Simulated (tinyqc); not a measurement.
Length of a polyene: Hueckel, PPP and singles CI along the polyenes. Computed by the program tinyqc. Hueckel uses the same beta without repulsion; CIS keeps all single excitations and so misses the low, doubly excited 2Ag state. W is the valence ionisation energy of a centre, MN the Mataga-Nishimoto formula, f the oscillator strength.

All-trans chains of carbon centres 1.40 angstrom apart:

| parameter | value |
|---|---|
| beta (eV), times 1 +/- alternation | -2.480000 |
| alternation | 0 |
| W (eV) | 11.160000 |
| gamma_rr (eV) | 11.400000 |
| repulsion formula | Ohno |

Gaps and excitations (eV):

| centres | Hueckel gap | PPP orbital gap | bright singlet (CIS) | f | lowest triplet (CIS) |
|---|---|---|---|---|---|
| 2 | 4.960 | 12.597 | 6.842 | 0.587 | 3.078 |
| 4 | 3.065 | 9.758 | 5.244 | 1.128 | 1.964 |
| 6 | 2.207 | 8.294 | 4.294 | 1.608 | 1.429 |
| 8 | 1.723 | 7.400 | 3.672 | 2.036 | 1.131 |
| 10 | 1.412 | 6.800 | 3.234 | 2.419 | 0.946 |
| 14 | 1.037 | 6.057 | 2.667 | 3.078 | 0.739 |

Estimate the missing row, centres = 12.

Computed row:
```
centres  Hueckel gap  PPP orbital gap  bright singlet (CIS)      f  lowest triplet (CIS)
12             1.196            6.374                 2.912  2.763                 0.824
```

The Hueckel gap tends to 4 x alternation x |beta| = 0.00 eV for long chains (zero without alternation, falling as 1/N). Exchange opens the PPP orbital gap, and the attraction of electron and hole brings the bright state 3.39 eV below it at 14 centres; the triplet lies 1.93 eV lower still.
